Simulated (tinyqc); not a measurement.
The mass ratio: thresholds of impact ionisation and Auger recombination from band masses.

Values chosen for the exercise (out of a larger set: near those of GaSb, gap at low temperature and not tied to T; not measured data): Eg = 0.798 eV (gap at Gamma to the s-like level).

mu = me/mh is varied; thresholds in units of Eg for ionisation started by an electron, (1 + 2 mu)/(1 + mu), and by a heavy hole, (2 + mu)/(1 + mu).

Results:
```
mu     electron (Eg)  hole (Eg)  electron (eV)  hole (eV)
0.106         1.0958     1.9042          0.874      1.520
0.150         1.1304     1.8696          0.902      1.492
0.460         1.3151     1.6849          1.049      1.345
0.620         1.3827     1.6173          1.103      1.291
0.630         1.3865     1.6135          1.106      1.288
1.000         1.5000     1.5000          1.197      1.197
1.300         1.5652     1.4348          1.249      1.145
```

The two thresholds add up to 3 Eg in every row and are equal, 3/2 Eg, at mu = 1. The lighter carrier has the lower threshold; in the first row the two differ by 0.645 eV, which would favour one carrier in avalanche multiplication. Real ionisation rates depend on the whole band structure and can be nearly equal although the edge masses differ.

(tinyqc, `OMP_NUM_THREADS=1 python tinyqc.py 1850708 1850709 out.jsonl`, Intel(R) Xeon(R) Processor @ 2.30GHz, 1 thread, shared host, about 0.01 s.)
